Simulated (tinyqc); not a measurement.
Drifting, spreading and decaying minority pulse (Haynes-Shockley), explicit time steps: two steps of the calculation.

Low injection in a uniform field: dn/dt = D d2n/dx2 - v dn/dx - n/tau with D = mu Vt and v = mu F towards +x. Exact solution on an infinite bar for a Gaussian start at x0: n = N0 exp(-t/tau) exp(-(x - x0 - v t)^2/(2 s^2))/sqrt(2 pi s^2), s^2 = s0^2 + 2 D t.

Parameters, values chosen for the exercise; mobility close to that of gallium arsenide at room temperature:

| symbol | value | unit | meaning |
|---|---|---|---|
| T | 300 | K | temperature |
| mu | 7880 | cm^2/(V s) | minority-carrier mobility |
| F | 7 | V/cm | sweep field along the drift |
| hx | 66 | um | mesh step |
| tau | 1.7e-6 | s | lifetime |
| dt | 3.8e-8 | s | time step |

Constants: q = 1.602176634e-19 C, kB = 1.380649e-23 J/K, Vt = kB T/q. Results are converted to the units shown.

Problem 1. Coefficients of the scheme. Exponentially fitted fluxes: d = F hx/Vt, B(d) = d/(exp(d) - 1), k = D dt/hx^2; (L n)_i = a n_(i-1) + b n_i + c n_(i+1) with a = k B(-d), c = k B(d), b = -a - c - dt/tau. Explicit steps keep n positive for dt up to 1/[(D/hx^2)(B(d) + B(-d)) + 1/tau].

Find: D; v; d; a; b; c; positivity limit of dt.

Solution 1.

D = 203.7 cm^2/s
v = 5.516e4 cm/s
d = 1.787
a = 0.3815
b = -0.4677
c = 0.06387
positivity limit of dt = 8.125e-8 s

Problem 2. Densities after a time step. (L n)_i = a n_(i-1) + b n_i + c n_(i+1), n = 0 beyond the ends. Explicit step: n(new) = n + L n.

a = 0.38146209
b = -0.46768924
c = 0.063874210
n at t = 0, node 1 to 11 (in units of 1e11 cm^-3): 0.0453486  0.5130174  2.1992414  3.5726174  2.1992414  0.5130174  0.0453486  0.0015190  0.0000193  0.0000001  0.0000000

Give: n at t = 1 dt.

Solution 2.

n at t = 1 dt, node 1 to 11 (in units of 1e11 cm^-3): 0.057  0.431  1.595  2.881  2.566  1.115  0.220  0.018  0.001  0.000  0.000

Numbers from tinyqc (`OMP_NUM_THREADS=1 python tinyqc.py 2310104 2310105 out.jsonl`; about 0.01 s on one thread of a shared Intel Xeon 2.30GHz).
